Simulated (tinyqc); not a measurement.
# Pinning factor and neutrality level from two metals

Inverse problem. On an oxide a metal of vacuum work function pM shows the effective value Phi + S (pM - Phi), with S = 1/(1 + 0.1 (eps_inf - 1)^2). Find S, Phi and eps_inf.

effective work functions for metals of 4.19 and 5.48 eV (eV): 4.3270085  5.4402675

Solution. The slope is S, and the point where both work functions agree is Phi.

S = 0.8630
Phi = 5.190 eV
eps_inf = 2.260

tinyqc, about 0.01 s, one thread, Intel Xeon 2.30GHz (shared host): `OMP_NUM_THREADS=1 python tinyqc.py 2410079 2410080 out.jsonl`
